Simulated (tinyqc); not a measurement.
Which input was changed? Model: a particle near a wafer in liquid: double-layer and van der Waals forces (DLVO), deposition barrier and removal. Computed by tinyqc, a small Python program. Command: `OMP_NUM_THREADS=1 python tinyqc.py 3114365 3114366 out.jsonl dlvo which`. One thread of a shared host (Intel(R) Xeon(R) Processor @ 2.30GHz), about 0.03 s of CPU time with the checks.

Sphere and flat wall, Derjaguin approximation, constant potentials in the linear-superposition form, no retardation and no hydration force.

Inputs (values chosen for the exercise, of the order of those for silica on silicon in water):
```
quantity                             value   unit
particle radius R                       20     nm
Hamaker constant A                 1.2e-20      J
potential of the particle psi_1        -44     mV
potential of the wafer psi_2           -64     mV
salt concentration c                 0.036  mol/L
valence z of the symmetric salt          1      -
temperature T                          323      K
dielectric constant of the liquid     69.9      -
contact distance h0                    0.3     nm
contact radius over R                 0.15      -
viscosity                             0.99  mPa s
```

Constants: e = 1.602176634e-19 C; N_A = 6.02214076e+23 1/mol; eps_0 = 8.8541878128e-12 F/m; k_B = 1.380649e-23 J/K; k_B = 8.617333262e-05 eV/K.

Method:
- kappa^2 = 2 z^2 e^2 N_A (1000 c)/(eps eps_0 k_B T); gamma_i = tanh(z e psi_i/(4 k_B T)); Z = 64 pi eps eps_0 (k_B T/(z e))^2 gamma_1 gamma_2.
- U(h) = Z R exp(-kappa h) - A R/(6 h); F(h) = -dU/dh = kappa Z R exp(-kappa h) - A R/(6 h^2), positive for repulsion.
- F = 0 reads x^2 exp(-x) = y with x = kappa h and y = A kappa/(6 Z); the left side peaks at x = 2 with 4/e^2 = 0.5413, so roots exist for smaller y: x < 2 is the barrier, x > 2 the secondary minimum.
- Adhesion F_a = A R/(6 h0^2) [1 + a^2/(R h0)] - kappa Z R exp(-kappa h0), a the contact radius. Drag in a shear flow F_d = 1.7 x 6 pi mu R^2 G, acting at 1.4 R; rolling starts when 1.4 R F_d = a F_a. Wall shear stress = mu G.

Problem. One of these inputs alone was changed, within the range given: potential of the particle psi_1 (-88 to -22); potential of the wafer psi_2 (-128 to -32); salt concentration c (0.018 to 0.072); temperature T (275 to 370). Which one, and to what value?

Results:
```
run     energy at the secondary minimum (k_B T)  net adhesion F_a (pN)  wall shear stress for rolling (Pa)
before                               -0.7499031               913.7425                            7637.953
after                                -0.8759673               912.0675                            7623.953
```

Solution.

Each candidate set to reproduce energy at the secondary minimum, and what it then gives:
```
candidate                             range searched  value needed  net adhesion F_a (pN)  wall shear stress for rolling (Pa)
potential of the particle psi_1 (mV)      -88 to -22  out of reach                      -                                   -
potential of the wafer psi_2 (mV)        -128 to -32  out of reach                      -                                   -
salt concentration c (mol/L)          0.018 to 0.072       0.04676                 892.08                              7456.8
temperature T (K)                         275 to 370         294.0                 912.07                              7624.0
```

Only temperature T fits every result: it went from 323 to 294 K. The next best candidate, salt concentration c, misses one result by 2.2 %.
